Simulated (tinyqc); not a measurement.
Carrier lifetime from Shockley-Read-Hall, radiative, Auger and surface recombination: one step, computed by the program tinyqc.

Energies are counted from the top of the valence band. Boltzmann statistics, full ionisation, and equal excess densities of electrons and holes.

Task: Lifetimes at the given injection. With n = n_0 + dn, p = p_0 + dn and U/dn = 1/tau: (n p - n_i^2)/dn = n_0 + p_0 + dn = s; 1/tau_SRH = s/[tau_p0 (n + n1) + tau_n0 (p + p1)]; 1/tau_rad = B s; 1/tau_Aug = (C_n n + C_p p) s; the rates add. Radiative efficiency = tau_eff/tau_rad; effective diffusion length = sqrt(D tau_eff).

Inputs (values chosen for the exercise, with bands modelled on GaAs):
```
quantity                   value    unit
temperature T                250       K
doping N                 5.7e+15   cm^-3
radiative coefficient B  3.8e-11  cm^3/s
Auger coefficient C_n    7.1e-32  cm^6/s
Auger coefficient C_p    4.3e-30  cm^6/s
excess density dn        6.6e+15   cm^-3
diffusion coefficient D       17  cm^2/s
```

Doping: p-type. Surface term: none.

n_0 = 2.586205e-08 cm^-3

p_0 = 5.70e+15 cm^-3

tau_p0 = 4.380840e-09 s

n1 = 7.789054e-07 cm^-3

tau_n0 = 2.805735e-06 s

p1 = 1.892575e+14 cm^-3

Give: tau_SRH at dn; tau_rad at dn; tau_Aug at dn; effective lifetime at dn; radiative efficiency at dn; effective diffusion length at dn.

Result:

tau_SRH at dn = 2.851e-06 s

tau_rad at dn = 2.139e-06 s

tau_Aug at dn = 0.001524 s

effective lifetime at dn = 1.221e-06 s

radiative efficiency at dn = 0.5709

effective diffusion length at dn = 45.57 micrometre

Caution: beyond low injection D should be the ambipolar coefficient.
